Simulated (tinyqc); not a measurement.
From results back to parameters: Peierls distortion of a half-filled chain. Three cases, with inputs chosen for the exercise.

Problem. The gap 2D and the difference 4 u0 between long and short bonds are given; al and K are hidden. Equilibrium: 1 = (4 al^2/K) mean(sin^2 x/|E|).

Atoms move by +/- u, so bonds change by -/+ 2u and hoppings are t +/- 2 al u. Bands E = -/+ sqrt((2 t cos x)^2 + D^2 sin^2 x) with D = 4 al u, x = k a in (0, pi/2); the gap is 2D. Energy per atom at zero temperature: E(u) = -mean_x sqrt(...) + 2 K u^2; exactly, the mean is (4t/pi) E(1 - z^2), z = D/2t, E the complete elliptic integral of the second kind with parameter m. Coupling lambda = 2 al^2/(pi t K).

Find: al; mean(sin^2 x/|E|); K.

Method. gap = 8 al u0 = 2 al (4 u0) gives al; the mean follows from t and D, equal to (K(m) - E(m))/(pi t m) with m = 1 - z^2; then K = 4 al^2 mean.

Case 1.

Values chosen: t = 2.56 eV (hopping of the even chain).
gap = 1.79926 eV
4 u0 = 0.230675 angstrom

Solution.

al = 3.90 eV/angstrom
mean(sin^2 x/|E|) = 0.2696 1/eV
K = 16.4 eV/angstrom^2

Case 2.

Values chosen: t = 2.51 eV (hopping of the even chain).
gap = 3.10740 eV
4 u0 = 0.242766 angstrom

Solution.

al = 6.40 eV/angstrom
mean(sin^2 x/|E|) = 0.2100 1/eV
K = 34.4 eV/angstrom^2

Case 3.

Values chosen: t = 2.22 eV (hopping of the even chain).
gap = 0.82715 eV
4 u0 = 0.082715 angstrom

Solution.

al = 5.00 eV/angstrom
mean(sin^2 x/|E|) = 0.3980 1/eV
K = 39.8 eV/angstrom^2

Computed by tinyqc, one run a case: `OMP_NUM_THREADS=1 python tinyqc.py N N+1 out.jsonl` with N = 1681769, 1681823, 1681844; one thread of a shared Intel(R) Xeon(R) Processor @ 2.30GHz, about 0.07 s a run at most.
